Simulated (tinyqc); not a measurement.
Kronig-Penney superlattice by transfer matrices: sweeps and comparisons. A value that a table varies takes the place of the one given here.

Wells (width a, potential 0, mass mw) alternate with barriers (width b, height V0, mass mb); period d = a + b; c = hbar^2/2m0. The vector (psi, psi'/m) is continuous, and a layer of thickness t carries it by M = [[cos kt, (m/k) sin kt], [-(k/m) sin kt, cos kt]] with k = sqrt(m (E - V)/c); for E < V, k = i kappa gives [[cosh, (m/kappa) sinh], [(kappa/m) sinh, cosh]] of kappa t. A Bloch state obeys cos(q d) = tr(Mb Mw)/2.

Constants: hbar^2/2m0 = 3.80998211 eV angstrom^2.

Parameters, chosen for this exercise (near those of a GaAs superlattice with barriers of AlGaAs; not measured data):
```
symbol  value                                  unit      meaning
a       47                                     angstrom  well width
V0      0.219                                  eV        barrier height
mw      0.0661                                 m0        mass in the wells
mb      0.0894                                 m0        mass in the barriers
bs      (8.5, 12.8, 17, 22.1, 27.2, 34, 42.5)  angstrom  barrier widths
b       17                                     angstrom  barrier width
```

## Barrier width

First miniband against b. m_z = -2 c f'/d^2 with f = tr M/2 at the bottom of the band. E1 is the level of the single well, kappa1 its decay constant in the barrier.

First miniband:
```
b (angstrom)  bottom (eV)  top (eV)  W (meV)   ln W  m_z (m0)
8.5                0.0300    0.1687    138.7  4.932    0.0716
12.8               0.0401    0.1433    103.3  4.637    0.0755
17.0               0.0477    0.1260    78.26  4.360    0.0803
22.1               0.0548    0.1113    56.50  4.034    0.0875
27.2               0.0602    0.1014    41.17  3.718    0.0967
34.0               0.0655    0.0928    27.27  3.306     0.113
42.5               0.0699    0.0864    16.47  2.802     0.141
```

E1 = 0.0774 eV
kappa1 = 0.0577 1/angstrom

W falls from 138.7 to 16.47 meV, and both edges close in on E1. The slope of ln W is -0.0685 per angstrom over the first two rows and -0.0593 over the last two, against -kappa1 = -0.0577: the width follows one power of the tunnelling amplitude once the wells couple weakly. m_z grows by a factor 2.0. Layers under about 10 angstrom are at the limit of envelope theory.

## From one barrier to a miniband

Transmission through N barriers separated by wells, between leads of the well material: T = 4/[(M11 + M22)^2 + (u M12 - M21/u)^2] with u = k/mw and M the product over all layers; twelve evenly spaced energies around the first miniband.

Transmission:
```
E (eV)    tr M/2 of a period  N = 1    N = 2     N = 4     N = 8
0.014308               2.773  0.127  0.00472  5.74e-06  8.43e-12
0.028371               1.941  0.222   0.0186  0.000111  3.88e-09
0.042433               1.235  0.296   0.0646   0.00410  1.88e-05
0.056496               0.641  0.356    0.252     0.726     0.430
0.070558               0.148  0.406    0.886     0.680     0.437
0.084621              -0.253  0.448    0.760     0.510     0.491
0.098683              -0.575  0.484    0.415     0.606     0.394
0.112746              -0.824  0.515    0.281     0.434     0.257
0.126809              -1.010  0.543    0.225    0.0631    0.0124
0.140871              -1.140  0.567    0.201    0.0241  0.000365
0.154934              -1.221  0.589    0.194    0.0150  8.10e-05
0.168996              -1.260  0.608    0.196    0.0127  4.48e-05
```

5 of the energies lie in the miniband (|tr M/2| <= 1); there T for N = 8 runs between 0.257 and 0.491. In the gaps it falls with N: at E = 0.1690 eV from 0.0127 (N = 4) to 4.48e-05 (N = 8), a slope of ln T of -1.41 a period, against -2 arccosh|tr M/2| = -1.41.

## What each parameter does

Bottom and width of the first miniband, the gap above it, and m_z = -2 c f'/d^2 with f = tr M/2. Each row changes one parameter from the base and keeps the others.

Results:
```
case             bottom (eV)  width (meV)  gap (meV)  m_z (m0)
base                  0.0477         78.3      115.1    0.0803
a = 42 angstrom       0.0530         94.3      127.2    0.0798
b = 14 angstrom       0.0424         95.3      105.2    0.0768
V0 = 0.186 eV         0.0417         83.1      101.8    0.0784
mw = 0.0595 m0        0.0483         83.5      125.4    0.0749
mb = 0.076 m0         0.0481         88.0      104.9    0.0745
```

The largest shifts from the base row, up to three for each result and ties (the steps differ in size, so this ranks the rows, not the parameters). bottom (eV): V0 -0.0060, a +0.0053, b -0.0053. width (meV): b +17.1, a +16.0, mb +9.8. gap (meV): V0 -13.4, a +12.1, mw +10.2, mb -10.2. m_z (m0): mb -0.0058, mw -0.0053, b -0.0035.

tinyqc: `OMP_NUM_THREADS=1 python tinyqc.py 1251924 1251925 out.jsonl`; about 0.04 s, one thread, shared Intel(R) Xeon(R) Processor @ 2.30GHz.
